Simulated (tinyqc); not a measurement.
Resistance of a tapered via with liner, size effect and interface: two fill metals against the diameter.

A round via whose diameter grows from db at the bottom as D(z) = db + 2 z/tan(ang). The fill, of diameter D - 2 tl, starts above the bottom liner (thickness fb tl) and has rho = rho0 (1 + ks lam/(D - 2 tl)); the sidewall liner conducts in parallel with it. The bottom liner and the interface are crossed over the full area pi db^2/4. Spreading in the lines above and below is left out.

Slices between z0 = fb tl and hv, evaluated at their midpoints: conductance per length pi/4 [(D - 2 tl)^2/rho + (D^2 - (D - 2 tl)^2)/rl], slice resistance = slice height over that. 2000 slices. R_fill = sum of the slices; R_bottom = rl fb tl/(pi db^2/4); R_interface = ri/(pi db^2/4). The second fill has rho2, lam2 and tl2 in place of rho0, lam and tl.

Parameters, values chosen for the exercise; fill metal close to cobalt: height hv = 180 nm; sidewall angle ang = 85 degrees; bulk resistivity of the fill rho0 = 6.08 uohm cm; mean free path of the fill lam = 11.9 nm; size-effect factor ks = 1.3; liner on the sidewall tl = 1.5 nm; liner at the bottom over that on the sidewall fb = 1; resistivity of the liner rl = 470 uohm cm; interface resistivity at the bottom ri = 1.1e-12 ohm cm^2; ballistic conductance per area, about 3/(4 rho0 lam) Sb = 1e15 S/m^2; bulk resistivity of the second fill (close to molybdenum) rho2 = 5.27 uohm cm; its mean free path lam2 = 11 nm; its liner tl2 = 0.2 nm.

Result of one run:
```
R, first fill (ohm)	R, second fill (ohm)	ratio second/first
8.672	4.385	0.5057
```

Which diameter at the bottom db gave this result: 6, 12, 17, 49 or 70 nm?

db = 49 nm.

The whole series:
```
db (nm)	R, first fill (ohm)	R, second fill (ohm)	ratio second/first
6	658.6	178.8	0.2715
8.5	286.7	95.51	0.3332
12	136.9	52.08	0.3803
17	67.75	28.41	0.4194
24	34.45	15.59	0.4523
35	16.60	8.018	0.4829
49	8.672	4.385	0.5057
70	4.347	2.284	0.5253
100	2.171	1.174	0.5408
```

The ratio goes from 0.271 to 0.541. The second fill gives the lower R in every row.

tinyqc, about 0.01 s, one thread, Intel Xeon 2.30GHz (shared host): `OMP_NUM_THREADS=1 python tinyqc.py 2750126 2750127 out.jsonl`
